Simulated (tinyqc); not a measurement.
Coherent transport through a tight-binding region between two chains, step by step. One step of it, computed by the program tinyqc.

Question. Transmission at E = -0.53 eV. Surface Green function g = (E - i sqrt(4 t^2 - E^2)) / (2 t^2); self-energy tc^2 g on each contact site; G = (E - H - Sigma)^(-1); Gamma = -2 Im Sigma; T = Gamma_L Gamma_R |G_LR|^2; local density of states -Im G_ii / pi.

H of the central region (eV):
```
           1          2          3
1  -0.810000  -0.750000   0.000000
2  -0.750000   0.930000  -0.720000
3   0.000000  -0.720000  -0.140000
```

Leads: semi-infinite chains with site energy 0:
```
parameter                           value
lead hopping t (eV)              1.590000
coupling to the left lead (eV)   0.930000
coupling to the right lead (eV)  0.740000
left contact site                       1
right contact site                      3
```

E = -0.530000 eV

Give: g; G; local density of states; transmission.

Answer.

g = -0.105-0.620i 1/eV

G (1/eV):
```
              1              2              3
1  0.517-0.664i   0.603-0.041i   0.683+0.608i
2  0.603-0.041i  -0.327-0.411i   0.097-0.789i
3  0.683+0.608i   0.097-0.789i  -0.515-2.234i
```

local density of states (1/eV): 0.212  0.131  0.711

transmission = 0.610
